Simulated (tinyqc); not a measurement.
# p-n diode, drift-diffusion by the Gummel loop with Scharfetter-Gummel fluxes: two studies

Abrupt junction at x = 0, p side from -Lp, n side to Ln, ohmic contacts. psi is counted from the intrinsic level; n = ni exp((psi - phin)/Vt), p = ni exp((phip - psi)/Vt). Contacts: p side psi = V - Vt ln(Na/ni), p = Na, n = ni^2/Na; n side psi = Vt ln(Nd/ni), n = Nd, p = ni^2/Nd. Constant mobilities, D = mu Vt, Boltzmann statistics, SRH recombination through a mid-gap level, U = (n p - ni^2)/(tp (n + ni) + tn (p + ni)). Current is positive from the p contact to the n contact.

Parameters, values chosen for the exercise; band and dielectric values close to those of silicon:

| symbol | value | unit | meaning |
|---|---|---|---|
| T | 350 | K | temperature |
| Eg | 1.11 | eV | band gap |
| eps_r | 11.9 |  | relative permittivity |
| Nc | 3.47e19 | cm^-3 | conduction-band density of states at T |
| Nv | 3.35e19 | cm^-3 | valence-band density of states at T |
| Na | 6.1e16 | cm^-3 | acceptor density of the p side |
| Nd | 2.7e16 | cm^-3 | donor density of the n side |
| mun | 810 | cm^2/(V s) | electron mobility |
| mup | 310 | cm^2/(V s) | hole mobility |
| tn | 6e-7 | s | SRH lifetime of electrons |
| tp | 5e-8 | s | SRH lifetime of holes |
| Lp | 1.4 | um | length of the p side |
| Ln | 5 | um | length of the n side |
| G | 0 | cm^-3 s^-1 | uniform generation rate |

Constants: q = 1.602176634e-19 C, kB = 1.380649e-23 J/K, Vt = kB T/q, eps0 = 8.8541878128e-14 F/cm where lengths are in cm. Results are converted to the units shown.

Each table varies one quantity; the others keep the values above.

## Current against voltage in the dark

ni = sqrt(Nc Nv) exp(-Eg/(2 Vt)), Eg in volts. Poisson and both continuity equations are solved self-consistently with Scharfetter-Gummel fluxes on a graded mesh of 500 nodes. J_scr is q times the integral of U between -xp and xn. Ideal diffusion current J_id = q ni^2 [Dn coth(wp/Le)/(Le Na) + Dp coth(wn/Lh)/(Lh Nd)] (exp(V/Vt) - 1), Le = sqrt(Dn tn), Lh = sqrt(Dp tp), wp = Lp - xp, wn = Ln - xn, with xp and xn from the depletion approximation (W = sqrt(2 eps0 eps_r (Vbi - V)(1/Na + 1/Nd)/q), xp = W Nd/(Na + Nd), xn = W Na/(Na + Nd), Vbi = Vt ln(Na Nd/ni^2)). Ideality factor = 0.004 V/(Vt ln[J(V + 0.004 V)/J(V)]). Here G = 0.

In this table G = 0 cm^-3 s^-1.

Current against voltage in the dark:
```
V (V)	J (A/cm^2)	ideality factor	J_scr/J (%)	J_id (A/cm^2)	share recombining at the contacts (%)	larger minority/doping at -xp and xn
0.14	1.11e-5	1.13	31.5	7.60e-6	65.4	2.72e-8
0.19	4.92e-5	1.08	18.7	4.01e-5	77.6	1.42e-7
0.25	3.21e-4	1.04	8.89	2.93e-4	86.9	1.03e-6
0.3	0.00160	1.02	4.59	0.00153	91.0	5.35e-6
0.35	0.00821	1.01	2.35	0.00804	93.1	2.78e-5
0.41	0.0590	1.01	1.06	0.0586	94.3	2.00e-4
0.46	0.307	1.01	0.553	0.307	94.8	0.00103
0.51	1.59	1.01	0.278	1.60	95.1	0.00519
0.57	11.1	1.06	0.102	11.7	95.9	0.0338
```

Read the table: what changes, and by how much?

J rises from 1.11e-5 to 11.1 A/cm^2; the ideality factor goes from 1.13 through a minimum of 1.01 (at V = 0.46 V among the rows listed) to 1.06. Recombination in the depleted layer stays under half of the current. Where the factor is lowest (V = 0.46 V), J is 0.060 % above the ideal diffusion current.

## Effect of the hole mobility at fixed bias

Same model as above.

In this table V = 0.33 V.

Effect of the hole mobility at fixed bias:
```
mup (cm^2/(V s))	J (A/cm^2)	ideality factor	J_scr/J (%)	J_id (A/cm^2)	share recombining at the contacts (%)	larger minority/doping at -xp and xn
31	0.00354	1.02	3.69	0.00342	92.2	1.43e-5
51	0.00360	1.02	3.63	0.00348	91.9	1.43e-5
84	0.00369	1.02	3.54	0.00357	91.7	1.44e-5
140	0.00384	1.02	3.41	0.00372	91.8	1.44e-5
230	0.00406	1.01	3.22	0.00394	92.1	1.44e-5
380	0.00444	1.01	2.95	0.00432	92.7	1.44e-5
620	0.00504	1.01	2.60	0.00492	93.5	1.44e-5
```

As mup rises from 31 to 620, J rises from 0.00354 to 0.00504 A/cm^2, the share of the depleted layer falls from 3.69 to 2.60 % and the share lost at the contacts goes from 92.2 through a minimum of 91.7 (at mup = 84 among the rows listed) to 93.5 %. The exponent d ln J/d ln mup is 0.03 between the first two rows and 0.26 between the last two. J less J_scr is 0.26 % below J_id in the last row.

Numbers from tinyqc (`OMP_NUM_THREADS=1 python tinyqc.py 2240065 2240066 out.jsonl`; about 0.1 s on one thread of a shared Intel Xeon 2.30GHz).
